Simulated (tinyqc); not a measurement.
# Thin-body transistor below threshold, two-dimensional Poisson equation on a small mesh: several studies

A thin body on a thick buried insulator of low permittivity, taken as carrying no normal field at the bottom of the body (row 0). Mobile charge is neglected (subthreshold), the body is fully depleted, and potentials are counted from the intrinsic level; rows run upward to the gate, columns from source to drain.

Parameters, values chosen for the exercise; semiconductor permittivity close to that of silicon: temperature T = 300 K; relative permittivity of the semiconductor eps_r = 11.5; relative permittivity of the insulator eox = 9; body thickness tb = 4 nm; insulator thickness tox = 3.8 nm; channel length L = 34 nm; acceptor density of the depleted body Na = 0 cm^-3; potential of the source Vbi = 0.51 V; gate offset Vfb = -0.03 V; gate voltage Vg = 0.05 V; drain voltage Vd = 0.5 V.

Constants: q = 1.602176634e-19 C, kB = 1.380649e-23 J/K, Vt = kB T/q, eps0 = 8.8541878128e-14 F/cm where lengths are in cm. Results are converted to the units shown.

Each table varies one quantity; the others keep the values above.

## Refining the mesh

The mesh has 2 c steps in the semiconductor (rows from 0 up to the interface), c steps in the insulator and 8 c along the channel, each uniform. Box integration, divided by eps0: up_i = eps hy/h of the interval above row i, dn_i = that of the interval below (0 for row 0), lat_i = (sum of eps h/2 over the intervals above and below)/hy, s_i = -q Na w_i hy/eps0 with w_i the semiconductor height of the box (hs/2 for row 0 and the interface row, hs between, 0 in the insulator). Each free node obeys (up + dn + 2 lat) psi = up psi(above) + dn psi(below) + lat [psi(left) + psi(right)] + s. Fixed values: gate row Vg - Vfb; column 0 at Vbi and the last column at Vbi + Vd in the semiconductor, each running linearly to Vg - Vfb across the insulator. The system is solved directly; psi is read on row 0 at mid-channel.

Result of one run:
```
c,unknowns,psi at mid-channel (V),d psi/dVg
6,846,0.1452,0.9042
```

What becomes of these results when the refinement factor c is changed from 6 to 8, all else the same?

Result of the changed run:
```
c,unknowns,psi at mid-channel (V),d psi/dVg
8,1512,0.1450,0.9044
```

The whole series:
```
c,unknowns,psi at mid-channel (V),d psi/dVg
1,21,0.1573,0.8863
2,90,0.1479,0.9001
3,207,0.1462,0.9026
4,372,0.1456,0.9035
6,846,0.1452,0.9042
8,1512,0.1450,0.9044
12,3420,0.1449,0.9045
```

psi at mid-channel goes from 0.1573 V on the coarsest mesh to 0.1449 V on the finest, a difference of 12 mV. d psi/dVg changes by 0.014 from c = 1 to 2, by 0.0034 from 2 to 4 and by 8.6e-4 from 4 to 8, a ratio of 4.0 between the last two, near the 4 of a second-order scheme.

## Effect of the gate voltage

Mesh: rows i = 0..12 in the semiconductor (step hs = tb/12, row 12 on the interface), then 8 step(s) ho = tox/8 up to the gate row 20; columns j = 0..80 (step hy = L/80). The system is solved directly. On row 0 the minimum of psi and its place come from a parabola through the three lowest nodes; barrier = Vbi - minimum, swing = Vt ln 10/(d psi/dVg), DIBL = (d psi/dVd)/(d psi/dVg) there. Lambda = pi/k with k the smallest positive root of tan(k tox) tan(k tb) = eox/eps_r.

Results:
```
Vg (V),L/Lambda,barrier (V),place y/L,swing (mV/decade),DIBL (mV/V)
-0.2,2.010,0.5944,0.4561,66.09,40.17
-0.04,2.010,0.4504,0.4464,66.22,37.83
0.04,2.010,0.3786,0.4396,66.33,36.30
0.12,2.010,0.3069,0.4307,66.50,34.38
0.2,2.010,0.2354,0.4184,66.77,31.93
```

Estimate the missing row, Vg = -0.12 V.

Computed row:
```
Vg (V),L/Lambda,barrier (V),place y/L,swing (mV/decade),DIBL (mV/V)
-0.12,2.010,0.5224,0.4518,66.14,39.11
```

With this row back in the table: As Vg goes from -0.2 to 0.2 V, the barrier falls from 0.594 to 0.235 V, the swing rises from 66.1 to 66.8 mV a decade and DIBL falls from 40.2 to 31.9 mV/V; the ideal swing is 59.5. The barrier top moves from y/L = 0.456 to 0.418, towards the source. In every row the body is under 5 nm thick, where quantum confinement matters.

## Choice of the relaxation factor

Mesh: rows i = 0..2 in the semiconductor (step hs = tb/2, row 2 on the interface), then 2 step(s) ho = tox/2 up to the gate row 4; columns j = 0..6 (step hy = L/6). Sweeps go row by row from row 0, left to right, psi(new) = psi + omega (t - psi) with t the value that solves the node equation for the newest neighbours; free nodes start at zero; stop when the largest change is below 1e-7 V.

Results:
```
omega,sweeps
1,87
1.1,71
1.3,46
1.4,33
1.5,25
1.6,32
1.7,46
1.8,69
1.9,142
```

Estimate the missing row, omega = 1.2.

Computed row:
```
omega,sweeps
1.2,58
```

With this row back in the table: Gauss-Seidel (omega = 1) takes 87 sweeps; the fewest, 25, are at omega = 1.5, and omega = 1.9 takes 142. The Jacobi matrix of this mesh has spectral radius rho = 0.9256, so theory puts the best factor at 2/(1 + sqrt(1 - rho^2)) = 1.45.

Computed by the program tinyqc: `OMP_NUM_THREADS=1 python tinyqc.py 2480035 2480036 out.jsonl`, one thread of a shared Intel Xeon 2.30GHz, about 0.1 s for the whole run.
